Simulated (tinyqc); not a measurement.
Free-carrier optics of a doped semiconductor (Drude model with one polar phonon): one step. Coupled plasmon-phonon modes. Two cases, with inputs chosen for the exercise.

Problem. Without damping eps = 0 gives E^4 - (wL^2 + Ep^2) E^2 + Ep^2 wT^2 = 0 with wL = wT sqrt(es/ei) (Lyddane-Sachs-Teller).

Give: wL; L-, L+.

Case 1.

Values chosen (out of a larger set: mass and dielectric values near those of GaN; N and mu are free inputs; interband absorption and the rise of the mass with filling are left out; not measured data): wT = 69.4 meV (TO phonon); es = 9.21 (static dielectric constant); ei = 5.24 (high-frequency dielectric constant).

Ep = 22.7617 meV

Solution.

wL = 92.01 meV

L-, L+ (meV): 16.94  93.26

L+ lies 1.25 meV above the larger of wL and Ep; L- lies below wT by 52.46 meV. The carrier damping, Gam = 73.2 meV, exceeds Ep here, so the plasmon-like mode is strongly broadened and mainly the phonon-like one would be seen.

Case 2.

Values chosen (out of a larger set: mass and dielectric values near those of InAs; N and mu are free inputs; interband absorption and the rise of the mass with filling are left out; not measured data): wT = 26.9 meV (TO phonon); es = 15.57 (static dielectric constant); ei = 12.42 (high-frequency dielectric constant).

Ep = 9.4160 meV

Solution.

wL = 30.12 meV

L-, L+ (meV): 8.32  30.44

L+ lies 0.32 meV above the larger of wL and Ep; L- lies below wT by 18.58 meV.

Computed by tinyqc, one run a case: `OMP_NUM_THREADS=1 python tinyqc.py N N+1 out.jsonl` with N = 1680974, 1681059; one thread of a shared Intel(R) Xeon(R) Processor @ 2.30GHz, about 0.01 s a run at most.
